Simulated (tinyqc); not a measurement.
Comparisons within one model: core-shell quantum dot (spherical envelope functions). A value that a table varies takes the place of the one given here.

Parabolic bands; strain and other valleys are left out. s states, u = r psi, hard wall at R + H, c = hbar^2/2m0, energies from the band edges of the core. Core: u = sin(k1 r)/k1, k1 = sqrt(m1 E/c). At R, psi and psi'/m are continuous, so u is continuous and its slope in the shell is s = u/R + (m2/m1)(u' - u/R). Shell: u(R + x) = u(R) cos(k2 x) + s sin(k2 x)/k2, k2 = sqrt(m2 (E - V)/c); for negative arguments the functions turn into sinh and cosh. A level has u(R + H) = 0.

Overlap = (integral of u_e u_h)^2 with normalised u. Coulomb integrals J_ab = (q/eps) double integral of u_a(r)^2 u_b(s)^2/max(r, s), q = e^2/(4 pi eps0), one eps everywhere. Exciton E = Eg + E_e + E_h - J_eh; first-order biexciton shift J_ee + J_hh - 2 J_eh (positive: repulsive).

Constants: hbar^2/2m0 = 3.80998211 eV angstrom^2; e^2/(4 pi eps0) = 14.39964547 eV angstrom; hc = 1239.841984 eV nm.

Values chosen for the exercise (near those of a CdTe/CdSe core-shell dot; shifted at random, so the results belong to these values and not to a real crystal): R = 33 angstrom (core radius); Vc = -0.316 eV (conduction edge of the shell above that of the core); Vv = 0.586 eV (hole barrier of the shell); me1 = 0.101 m0 (electron, core); me2 = 0.132 m0 (electron, shell); mh1 = 0.365 m0 (hole, core); mh2 = 0.431 m0 (hole, shell); Eg = 1.498 eV (gap of the core); eps = 7.4 (dielectric constant); Hs = (3, 7, 14, 20, 33, 45, 62) angstrom (shell thicknesses); H = 28 angstrom (shell thickness).

## Growing the shell

All quantities anew for each H.

Results:

| H (angstrom) | E_e (eV) | E_h (eV) | electron in core | overlap | J_eh (meV) | E (eV) | biexciton shift (meV) |
|---|---|---|---|---|---|---|---|
| 3 | 0.2701 | 0.0794 | 0.994 | 0.998 | 95.1 | 1.752 | 0.1 |
| 7 | 0.1900 | 0.0734 | 0.937 | 0.952 | 85.8 | 1.676 | 1.6 |
| 14 | 0.0616 | 0.0723 | 0.670 | 0.669 | 71.0 | 1.561 | 11.6 |
| 20 | -0.0340 | 0.0723 | 0.410 | 0.397 | 60.5 | 1.476 | 22.7 |
| 33 | -0.1636 | 0.0723 | 0.137 | 0.128 | 47.7 | 1.359 | 37.7 |
| 45 | -0.2209 | 0.0723 | 0.062 | 0.057 | 41.2 | 1.308 | 45.1 |
| 62 | -0.2601 | 0.0723 | 0.026 | 0.024 | 35.1 | 1.275 | 51.7 |

How do the results move?

The line moves by -477 meV: the electron gives -530, the hole -7 and the weaker attraction +60 meV. Over the last step E_e moves by -39.3 meV and E_h by 0.0 meV; the electron level lies above the shell edge Vc, so at this thickness it still spreads with the shell; whether a thicker shell brings it below Vc depends on whether the core binds a level at all. The overlap goes from 0.998 to 0.024, which scales the radiative lifetime by 41.6 if the rate is proportional to it. Up to H = 3 angstrom E_e exceeds 0.15 Eg, where a parabolic band overstates it.

## What each parameter does

All quantities anew. Each row changes one parameter from the base and keeps the others.

Results:

| case | E (eV) | overlap | electron in core | biexciton shift (meV) |
|---|---|---|---|---|
| base | 1.394 | 0.192 | 0.204 | 33.3 |
| R = 30 angstrom | 1.403 | 0.203 | 0.197 | 35.9 |
| H = 33 angstrom | 1.359 | 0.128 | 0.137 | 37.7 |
| Vc = -0.416 eV | 1.313 | 0.138 | 0.151 | 36.3 |
| Vv = 0.44 eV | 1.391 | 0.217 | 0.204 | 31.5 |
| me2 = 0.165 m0 | 1.370 | 0.160 | 0.169 | 35.2 |
| mh1 = 0.292 m0 | 1.406 | 0.214 | 0.204 | 30.6 |
| eps = 8.5 | 1.400 | 0.192 | 0.204 | 29.0 |

How do the results move?

The largest shifts from the base row, up to three for each result and ties (the steps differ in size, so this ranks the rows, not the parameters). E (eV): Vc -0.080, H -0.035, me2 -0.024. overlap: H -0.064, Vc -0.055, me2 -0.033; unchanged at the printed digits by eps. electron in core: H -0.067, Vc -0.052, me2 -0.035; unchanged at the printed digits by Vv, mh1 and eps. biexciton shift (meV): H +4.5, eps -4.3, Vc +3.1.

Program tinyqc; command `OMP_NUM_THREADS=1 python tinyqc.py 1282102 1282103 out.jsonl`; about 0.02 s on one thread of a shared Intel(R) Xeon(R) Processor @ 2.30GHz.
